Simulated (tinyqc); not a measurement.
Minority carriers and saturation current of a heavily doped emitter: two steps of the calculation.

n-type, parabolic bands, full ionisation. eta = (EF - Ec)/kB T solves N = Nc F12(eta), F12(x) = (2/sqrt(pi)) int_0^infinity sqrt(u)/(1 + exp(u - x)) du. The gap shrinks rigidly by dEg = E1 [ln(N/N0) + sqrt(ln^2(N/N0) + 0.5)], an empirical law that is here taken as the true narrowing.

Parameters, values chosen for the exercise; band and dielectric values close to those of silicon: temperature T = 300 K; band gap Eg = 1.14 eV; conduction-band density of states at 300 K Nc = 2.8e19 cm^-3; valence-band density of states at 300 K Nv = 2.6e19 cm^-3; ionised donor density N = 1.6e20 cm^-3; energy of the narrowing law E1 = 9.2 meV; density of the narrowing law N0 = 1.9e17 cm^-3.

Constants: q = 1.602176634e-19 C, kB = 1.380649e-23 J/K, Vt = kB T/q. Results are converted to the units shown.

Question 1. Fermi level. Newton step on ln F12(eta) = ln(N/Nc): eta(new) = eta - ln(Nc F12/N) F12/Fm, Fm(x) = dF12/dx = (1/sqrt(pi)) int_0^infinity u^(-1/2)/(1 + exp(u - x)) du.

eta at the start (Boltzmann value) = 1.743

Give: F12; Fm; eta after iteration 1.

Answer 1.

F12 = 2.461
Fm = 1.355
eta after iteration 1 = 3.273

Question 2. Effective intrinsic density. ni = sqrt(Nc Nv) exp(-Eg/(2 Vt)), Eg in volts; degeneracy factor g = F12(eta) exp(-eta); nie^2 = ni^2 exp(dEg/kB T) g, p0 = nie^2/N; apparent narrowing dEg + kB T ln g.

converged eta = 3.6251894

Wanted: ni; dEg; g; apparent narrowing; nie; p0.

Answer 2.

ni = 7.1695e9 cm^-3
dEg = 124.28 meV
g = 0.15225
apparent narrowing = 75.622 meV
nie = 3.0952e10 cm^-3
p0 = 5.9875 cm^-3

Narrowing multiplies p0 by 122 and degeneracy by 0.152.

Range of the model: Band tails, non-parabolic bands and incomplete ionisation are left out.

Program tinyqc, `OMP_NUM_THREADS=1 python tinyqc.py 2330010 2330011 out.jsonl`; Intel Xeon 2.30GHz, shared host, one thread, about 0.01 s.
